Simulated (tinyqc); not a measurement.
Capacitances from a Coulomb diamond.

Question. A single-electron transistor has the bias V on its left lead and the right lead at 0 V. Its diamonds repeat every q/Cg in gate voltage, close at |V| = q/Cs with Cs = CL + CR + Cg, and have edges of slope dV/dVg = -Cg/CL and Cg/(Cs - CL). Find Cg, Cs, CL and CR.

Constants: q = 1.602176634e-19 C. Results are converted to the units shown.

gate period = 400.54416 mV
bias at the tip of the diamond = 38.147063 mV
slope dV/dVg of the rising edge = 0.17391304

Answer. The period gives Cg, the tip Cs, and the rising edge Cs - CL = CR + Cg.

Cg = 0.400 aF
Cs = 4.20 aF
CL = 1.90 aF
CR = 1.90 aF

Computed by the program tinyqc: `OMP_NUM_THREADS=1 python tinyqc.py 2780017 2780018 out.jsonl`, one thread of a shared Intel Xeon 2.30GHz, about 0.01 s for the whole run.
